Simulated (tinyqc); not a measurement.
Temperature and segregation coefficient: dopant redistribution at a moving silicon-oxide interface during parabolic oxidation. Computed by tinyqc, a small Python program. Command: `OMP_NUM_THREADS=1 python tinyqc.py 3001989 3001990 out.jsonl segox walk`. One thread of a shared host (Intel(R) Xeon(R) Processor @ 2.30GHz), about 0.01 s of CPU time with the checks.

Uniformly doped silicon is oxidised with x_ox = sqrt(B t); the interface advances into the silicon by alpha x_ox, alpha = 0.44. The dopant does not move in the oxide, and at the interface C(silicon) = m C(oxide).

Inputs (values chosen for the exercise, modelled on boron in silicon under steam): dopant prefactor D0 = 1.02 cm^2/s; dopant activation energy E = 3.52 eV; oxidation prefactor B0 = 373 um^2/h; oxidation activation energy E_B = 0.777 eV; segregation coefficient m = C(silicon)/C(oxide) = 0.34.

Constants: k_B = 8.617333262e-05 eV/K.

Method:
- D = D0 exp(-E/(k_B T)), converted with 1 cm^2/s = 3.6e11 um^2/h; B = B0 exp(-E_B/(k_B T)); s = alpha sqrt(B/(4 D)), the interface advance over 2 sqrt(D t).
- Temperatures in kelvin are T(C) + 273.15.
- With the dopant diffusivity D and s = alpha x_ox/(2 sqrt(D t)), in the silicon C = C_B + (C_s - C_B) erfc(y/(2 sqrt(D t)))/erfc(s), y from the original surface. Dopant balance at the interface gives C_s/C_B = 1/[1 + (1/(m alpha) - 1) g], g = sqrt(pi) s exp(s^2) erfc(s).

C_s/C_B:
```
T (C)       s   this m  m = 0.2  m = 1/alpha  m = 10
850    9.9999  0.15023  0.08840            1  4.3275
900    5.4664  0.15166  0.08930            1  4.1736
950    3.1395  0.15548  0.09172            1  3.8220
1000   1.8833  0.16410  0.09721            1  3.2515
1050   1.1743  0.18030  0.10766            1  2.6180
1100   0.7578  0.20624  0.12474            1  2.0972
1150   0.5043  0.24288  0.14963            1  1.7353
1200   0.3450  0.28988  0.18295            1  1.4992
```

What follows from these numbers?

s falls from 10.00 to 0.345 as T rises, because diffusion has the larger activation energy (3.52 against 0.777 eV); the ratio for this m moves from 0.150 to 0.290, towards 1. At m = 1/alpha the oxide takes exactly what the silicon held, and nothing moves. The ratio does not depend on time, since both lengths grow as sqrt(t).
